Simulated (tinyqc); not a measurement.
# Resistance of a tapered via with liner, size effect and interface: several studies

A round via whose diameter grows from db at the bottom as D(z) = db + 2 z/tan(ang). The fill, of diameter D - 2 tl, starts above the bottom liner (thickness fb tl) and has rho = rho0 (1 + ks lam/(D - 2 tl)); the sidewall liner conducts in parallel with it. The bottom liner and the interface are crossed over the full area pi db^2/4. Spreading in the lines above and below is left out.

Inputs (values chosen for the exercise); fill metal close to tungsten: diameter at the bottom db = 48 nm; height hv = 140 nm; sidewall angle ang = 89 degrees; bulk resistivity of the fill rho0 = 5.31 uohm cm; mean free path of the fill lam = 15.8 nm; size-effect factor ks = 1.2; liner on the sidewall tl = 2.4 nm; liner at the bottom over that on the sidewall fb = 1; resistivity of the liner rl = 270 uohm cm; interface resistivity at the bottom ri = 5.8e-13 ohm cm^2; ballistic conductance per area, about 3/(4 rho0 lam) Sb = 9.1e14 S/m^2; bulk resistivity of the second fill (close to molybdenum) rho2 = 5.41 uohm cm; its mean free path lam2 = 10.9 nm; its liner tl2 = 0.2 nm.

Each table varies one quantity; the others keep the values above.

## Via resistance against the diameter at the bottom

Slices between z0 = fb tl and hv, evaluated at their midpoints: conductance per length pi/4 [(D - 2 tl)^2/rho + (D^2 - (D - 2 tl)^2)/rl], slice resistance = slice height over that. 2000 slices. R_fill = sum of the slices; R_bottom = rl fb tl/(pi db^2/4); R_interface = ri/(pi db^2/4); ballistic (Sharvin) limit 1/(Sb pi (db - 2 tl)^2/4); ideal cylinder rho0 hv/(pi db^2/4).

Via resistance against the diameter at the bottom:
columns A: db (nm); B: R_fill (ohm); C: R_bottom (ohm); D: R_interface (ohm); E: R (ohm); F: ballistic limit (ohm); G: R over ideal cylinder; H: largest part
```
A         B       C         D       E        F       G     H
8.3  1140.9  119.76    1.0720  1261.8   114.22  9.1834  fill
11   405.22  68.187   0.61031  474.02   36.399  6.0597  fill
16   119.54  32.229   0.28847  152.05   11.154  4.1125  fill
22   47.167  17.047   0.15258  64.366   4.7295  3.2913  fill
30   20.409  9.1673  0.082053  29.659   2.2033  2.8201  fill
42   8.7061  4.6772  0.041864  13.425   1.0111  2.5020  fill
58   4.0119  2.4526  0.021952  6.4865  0.49436  2.3053  fill
80   1.9139  1.2892  0.011539  3.2146  0.24742  2.1736  fill
```

R falls from 1260 to 3.21 ohm. The fill is the largest part at db = 8.3 and in all other rows. R goes as db^(-3.48) between the first two rows and db^(-2.18) between the last two; area alone gives -2.

## Via resistance against the interface resistivity at the bottom

Same model as above.

2000 slices.

The same in every row: R_fill (ohm) = 6.291; R_bottom (ohm) = 3.581; ballistic limit (ohm) = 0.7497.

Via resistance against the interface resistivity at the bottom:
```
ri (ohm cm^2)  R_interface (ohm)  R (ohm)  R over ideal cylinder  largest part
2e-13                    0.01105    9.883                  2.406          fill
5e-13                    0.02763    9.899                  2.410          fill
1e-12                    0.05526    9.927                  2.416          fill
2e-12                     0.1105    9.982                  2.430          fill
6e-12                     0.3316    10.20                  2.484          fill
1e-11                     0.5526    10.42                  2.537          fill
3e-11                      1.658    11.53                  2.806          fill
```

R rises from 9.88 to 11.5 ohm. The fill is the largest part at ri = 2e-13 and in all other rows. The share of the two bottom terms goes from 36.3 to 45.4 %.

## Two fill metals against the diameter

2000 slices. R_fill = sum of the slices; R_bottom = rl fb tl/(pi db^2/4); R_interface = ri/(pi db^2/4). The second fill has rho2, lam2 and tl2 in place of rho0, lam and tl.

Two fill metals against the diameter:
```
db (nm)  R, first fill (ohm)  R, second fill (ohm)  ratio second/first
8.5                   1156.6                221.02             0.19110
12                    358.50                103.69             0.28923
17                    128.30                48.394             0.37721
24                    51.520                22.875             0.44400
35                    20.521                10.162             0.49518
49                    9.4534                4.9705             0.52578
70                    4.2927                2.3497             0.54736
100                   1.9946                1.1199             0.56144
```

Read the table: what changes, and by how much?

The ratio goes from 0.191 to 0.561. The second fill gives the lower R in every row.

tinyqc, about 0.01 s, one thread, Intel Xeon 2.30GHz (shared host): `OMP_NUM_THREADS=1 python tinyqc.py 2750009 2750010 out.jsonl`
